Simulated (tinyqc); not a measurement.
# Wide-gap-emitter heterojunction bipolar transistor, Gummel numbers and transit times: what changes with what

One-dimensional n-p-n transistor in the forward active mode at low injection. In the base p(x) = NB exp(-eta x/wb) and ni(x)^2 = ni^2 exp((g0 + g1 x/wb)/Vt); electrons leave the base at vsat; band spikes at the emitter junction and recombination inside the emitter are ignored.

Values chosen for this exercise; band and dielectric values close to those of gallium arsenide:
- T = 350 K (temperature)
- Eg = 1.43 eV (band gap)
- eps_r = 12.8 (relative permittivity)
- Nc = 5.56e17 cm^-3 (conduction-band density of states at T)
- Nv = 1.15e19 cm^-3 (valence-band density of states at T)
- vsat = 8.14e6 cm/s (saturation velocity)
- wb = 97 nm (neutral base width)
- NB = 2.4e19 cm^-3 (base doping at the emitter edge)
- eta = 0 (doping falls as exp(-eta x/wb))
- g0 = 0 eV (gap reduction at the emitter edge of the base)
- g1 = 0.004 eV (further gap reduction across the base (linear))
- Dn = 23 cm^2/s (electron diffusion coefficient in the base)
- NE = 8e17 cm^-3 (emitter doping)
- gE = -0.43 eV (gap reduction in the emitter (negative: wider gap))
- we = 65 nm (neutral emitter width)
- Dp = 0.87 cm^2/s (hole diffusion coefficient in the emitter)
- Se = 2e6 cm/s (recombination velocity at the emitter contact)
- tb = 2e-11 s (electron lifetime in the base)
- NC = 4.2e16 cm^-3 (collector doping)
- VCB = 0.4 V (collector-base reverse bias)
- Cj = 2.3 fF/um^2 (emitter junction capacitance)
- Rc = 13 ohm um^2 (emitter plus collector resistance)
- mp = 90 cm^2/(V s) (hole mobility in the base)

Constants: q = 1.602176634e-19 C, kB = 1.380649e-23 J/K, Vt = kB T/q, eps0 = 8.8541878128e-14 F/cm where lengths are in cm. Results are converted to the units shown.

Each table varies one quantity; the others keep the values above.

## Cut-off frequency against collector current

f(x) = p(x) ni^2/ni(x)^2; I(x) = integral from x to wb of f/Dn, plus f(wb)/vsat; base Gummel number GB = I(0); electron density per unit flux n/(J/q) = I/f; base transit time tauB = integral of I/f over the base. ni = sqrt(Nc Nv) exp(-Eg/(2 Vt)), Eg in volts; JC = J0 exp(VBE/Vt), J0 = q ni^2/GB; collector layer one-sided, Wc = sqrt(2 eps0 eps_r (Vbc + VCB)/(q NC)), Vbc = Vt ln(NB exp(-eta) NC/ni^2), Cjc = eps0 eps_r/Wc, tauC = Wc/(2 vsat). Delay 1/(2 pi fT) = tauE + tauB + tauC + tauR with tauE = Vt (Cj + Cjc)/JC and tauR = Rc Cjc. Charge stored in the emitter is left out. The Kirk effect, also left out, sets in near JC = q NC vsat. n(0) = (JC/q) I(0)/f(0).

The same in every row: tauB (ps) = 3.074; tauC (ps) = 1.502; tauR (ps) = 0.006027.

Result of one run:

| JC (mA/um^2) | VBE (V) | tauE (ps) | fT (GHz) | JC/(q NC vsat) | n(0)/NB |
|---|---|---|---|---|---|
| 0.0084 | 1.291 | 9.923 | 10.97 | 0.01534 | 1.098e-4 |

What becomes of these results when the collector current density JC is changed from 0.0084 to 0.0039 mA/um^2, all else the same?

Result of the changed run:

| JC (mA/um^2) | VBE (V) | tauE (ps) | fT (GHz) | JC/(q NC vsat) | n(0)/NB |
|---|---|---|---|---|---|
| 0.0039 | 1.268 | 21.37 | 6.132 | 0.007120 | 5.097e-5 |

The whole series:

| JC (mA/um^2) | VBE (V) | tauE (ps) | fT (GHz) | JC/(q NC vsat) | n(0)/NB |
|---|---|---|---|---|---|
| 0.0018 | 1.244 | 46.31 | 3.128 | 0.003286 | 2.353e-5 |
| 0.0039 | 1.268 | 21.37 | 6.132 | 0.007120 | 5.097e-5 |
| 0.0084 | 1.291 | 9.923 | 10.97 | 0.01534 | 1.098e-4 |
| 0.018 | 1.314 | 4.631 | 17.28 | 0.03286 | 2.353e-4 |
| 0.039 | 1.337 | 2.137 | 23.69 | 0.07120 | 5.097e-4 |
| 0.083 | 1.360 | 1.004 | 28.49 | 0.1515 | 0.001085 |
| 0.18 | 1.383 | 0.4631 | 31.55 | 0.3286 | 0.002353 |
| 0.38 | 1.406 | 0.2193 | 33.15 | 0.6937 | 0.004967 |
| 0.82 | 1.429 | 0.1016 | 33.98 | 1.497 | 0.01072 |

fT rises from 3.13 to 34.0 GHz as the charging time falls as 1/JC; its limit for vanishing tauE is 34.7 GHz, of which the largest delay is tauB (67.1 %). tauE equals the other delays together at JC = 0.0182 mA/um^2. For JC = 0.38, 0.82 JC nears or passes q NC vsat, where base push-out would lower fT.

## Effect of the neutral base width

ni = sqrt(Nc Nv) exp(-Eg/(2 Vt)), Eg in volts; GE = NE exp(-gE/Vt)(we/Dp + 1/Se); JC = J0 exp(VBE/Vt), J0 = q ni^2/GB; gain limited by back injection GE/GB, by base recombination tb/tauB, together 1/beta = the sum of the inverses; collector layer one-sided, Wc = sqrt(2 eps0 eps_r (Vbc + VCB)/(q NC)), Vbc = Vt ln(p(wb) NC/ni^2), Cjc = eps0 eps_r/Wc; Early voltage VA = GB q p(wb)/(f(wb) Cjc [1/Dn - (eta + g1/Vt)/(wb vsat)]), f(wb) = p(wb) exp(-(g0 + g1)/Vt), p(wb) = NB exp(-eta); tauC = Wc/(2 vsat). Peak fT here means 1/(2 pi (tauB + tauC + Rc Cjc)); base sheet resistance 1/(q mp times the integral of p).

The same in every row: tauC (ps) = 1.502.

Effect of the neutral base width:

| wb (nm) | GB (s/cm^4) | GE/GB | tb/tauB | beta | VA (V) | tauB (ps) | peak fT (GHz) | base sheet resistance (kohm) |
|---|---|---|---|---|---|---|---|---|
| 24 | 4.928e12 | 2.012e6 | 50.51 | 50.51 | 530.0 | 0.3960 | 83.60 | 1.204 |
| 36 | 6.100e12 | 1.626e6 | 29.25 | 29.24 | 618.0 | 0.6839 | 72.62 | 0.8027 |
| 54 | 7.859e12 | 1.262e6 | 16.29 | 16.29 | 766.5 | 1.228 | 58.18 | 0.5351 |
| 80 | 1.040e13 | 9.535e5 | 8.880 | 8.880 | 990.3 | 2.252 | 42.33 | 0.3612 |
| 120 | 1.431e13 | 6.930e5 | 4.569 | 4.569 | 1341 | 4.377 | 27.04 | 0.2408 |
| 180 | 2.017e13 | 4.916e5 | 2.269 | 2.269 | 1870 | 8.813 | 15.42 | 0.1605 |
| 260 | 2.799e13 | 3.543e5 | 1.172 | 1.172 | 2578 | 17.06 | 8.572 | 0.1111 |
| 390 | 4.069e13 | 2.437e5 | 0.5534 | 0.5534 | 3729 | 36.14 | 4.228 | 0.07409 |

What does the table show?

As wb goes from 24 to 390, beta falls from 50.5 to 0.553, VA rises from 530 to 3730 V, the peak fT falls from 83.6 to 4.23 GHz and the base sheet resistance falls from 1.20 to 0.0741 kohm. The product beta VA changes by a factor of 0.0771. Base recombination limits the gain in every row. tauB goes as wb^(1.62), between the 2 of diffusion and the 1 of the exit-velocity term. For wb = 120, 180, 260, 390 beta is under 5, where charge stored in the emitter, left out, would cut fT markedly.

Range of the model: Heavy doping makes emitter or base degenerate; gE and g0 are to be read as apparent gap changes that include this.

Computed by the program tinyqc: `OMP_NUM_THREADS=1 python tinyqc.py 2320021 2320022 out.jsonl`, one thread of a shared Intel Xeon 2.30GHz, about 0.01 s for the whole run.
